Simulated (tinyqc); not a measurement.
Coherent potential approximation for a binary alloy with a semi-elliptic band: one step. First step: the average t-matrix. Two cases, with inputs chosen for the exercise.

Task: With S = 0 form G, tA, tB, <t> and the new S.

Site levels eA = -x d (share 1 - x) and eB = (1 - x) d (share x), so that their mean, the virtual crystal, is 0. Pure band: G0(z) = 2 (z - sqrt(z - W) sqrt(z + W))/W^2 with principal roots, density -Im G/pi per site. The medium has a self-energy S(z), G = G0(z - S), z = E + i eta. t_i = (e_i - S)/(1 - (e_i - S) G); the CPA demands <t> = (1 - x) tA + x tB = 0. Iteration: start at S = 0, set S(new) = S + <t>/(1 + <t> G), stop when |<t>| < 1e-9 eV.

Case 1.

Values chosen:
- W = 2.6 eV (half width of the pure band)
- x = 0.15 (fraction of B)
- d = 3.76 eV (eB - eA)
- eta = 0.052 eV (broadening)
- E = 1.6 eV (energy)

Case 2.

Values chosen:
- W = 3 eV (half width of the pure band)
- x = 0.48 (fraction of B)
- d = 1.48 eV (eB - eA)
- eta = 0.06 eV (broadening)
- E = -1.6 eV (energy)

Give: eA, eB; G; tA, tB; <t>; S after one step.

Result:

Case 1.

eA, eB (eV): -0.5640  3.1960

G = 0.46137-0.59126i 1/eV

tA, tB (eV): -0.4183-0.1107i  -0.3995-1.5910i

<t> = -0.4154-0.3327i eV
S after one step = -0.7443-0.4319i eV

Case 2.

eA, eB (eV): -0.7104  0.7696

G = -0.34715-0.55082i 1/eV

tA, tB (eV): -0.7426-0.3857i  0.5462-0.1827i

<t> = -0.1240-0.2883i eV
S after one step = -0.1952-0.2888i eV

Computed by tinyqc, one run a case: `OMP_NUM_THREADS=1 python tinyqc.py N N+1 out.jsonl` with N = 1450261, 1450488; one thread of a shared Intel(R) Xeon(R) Processor @ 2.30GHz, about 0.01 s a run at most.
